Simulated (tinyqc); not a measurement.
# Single-photon avalanche diode, trigger probability and counting: effect of the excess bias

A multiplication layer of width W with the uniform field V/W; alpha = an exp(-bn/E) for electrons, beta = ap exp(-bp/E) for holes (local model, no dead space). a = alpha W, b = beta W. Electrons enter at x = 0, holes at x = W. P0 is the probability that an electron entering at 0 starts a lasting avalanche, PW the same for a hole entering at W.

Breakdown: ln(a/b) = a - b with a not equal to b. Above it PW/(1 - PW) = [P0/(1 - P0)] exp(b - a) and b ln(1 - P0) = a ln(1 - PW); the mean over pairs made evenly in the layer is Pm = ln[(1 - PW)/(1 - P0)]/(a - b). PDP = eta P0; dark counts Gd Pm; avalanche charge Cd Vx/q; afterpulse probability pa (Cd Vx/q) exp(-td/tt) Pm; true rate n = nph PDP + dark counts; measured n/(1 + n td) (non-paralysable) or n exp(-n td) (paralysable); recharge time Rq Cd.

Parameters, values chosen for the exercise; ionisation coefficients close to those of indium phosphide: electron prefactor an = 1.1e7 1/cm; electron field bn = 3.07 MV/cm; hole prefactor ap = 4.79e6 1/cm; hole field bp = 2.57 MV/cm; width of the multiplication layer W = 0.8 um; probability that a photon makes a pair that enters the layer eta = 0.78; thermal generation rate in the layer Gd = 100 1/s; dead time td = 100 ns; diode capacitance Cd = 20 fF; quench resistance Rq = 500 kohm; trapping probability per avalanche carrier pa = 2.7e-7; trap release time tt = 5.9 ns; photon rate nph = 1.1e6 1/s.

Constants: q = 1.602176634e-19 C. Results are converted to the units shown.

Result of one run:
```
Vx/VB (%)      P0      PW      Pm     PDP  dark counts (1/s)  afterpulse (%)
39.52      0.9978  0.9974  0.9976  0.7783              99.76        2.050e-6
```

Which excess bias Vx gave this result: 0.35, 0.56, 3.6, 8.9 or 14 V?

Vx = 14 V.

The whole series:
```
Vx (V)  Vx/VB (%)      P0      PW      Pm      PDP  dark counts (1/s)  afterpulse (%)
0.35       0.9879  0.1026  0.1343  0.1178  0.08002              11.78        6.053e-9
0.56        1.581  0.1596  0.2055  0.1818   0.1245              18.18        1.495e-8
0.89        2.512  0.2427  0.3053  0.2733   0.1893              27.33        3.570e-8
1.4         3.952  0.3570  0.4344  0.3953   0.2785              39.53        8.124e-8
2.2         6.210  0.5060  0.5890  0.5477   0.3947              54.77        1.769e-7
3.6         10.16  0.6954  0.7636  0.7304   0.5424              73.04        3.860e-7
5.6         15.81  0.8556  0.8929  0.8751   0.6674              87.51        7.194e-7
8.9         25.12  0.9648  0.9724  0.9688   0.7525              96.88        1.266e-6
14          39.52  0.9978  0.9974  0.9976   0.7783              99.76        2.050e-6
```

VB is 35.43 V. P0 rises from 0.103 to 0.998 and PW rises from 0.134 to 0.997; P0 goes as Vx^(0.94) at the start and Vx^(0.07) at the end. The better carrier changes along the table. The afterpulse probability keeps growing, as Vx^(1.06) at the end, because the avalanche charge grows with Vx. For Vx = 8.9, 14 the excess bias passes a quarter of VB, where tunnelling adds dark counts that are left out here.

tinyqc, about 0.01 s, one thread, Intel Xeon 2.30GHz (shared host): `OMP_NUM_THREADS=1 python tinyqc.py 2630118 2630119 out.jsonl`
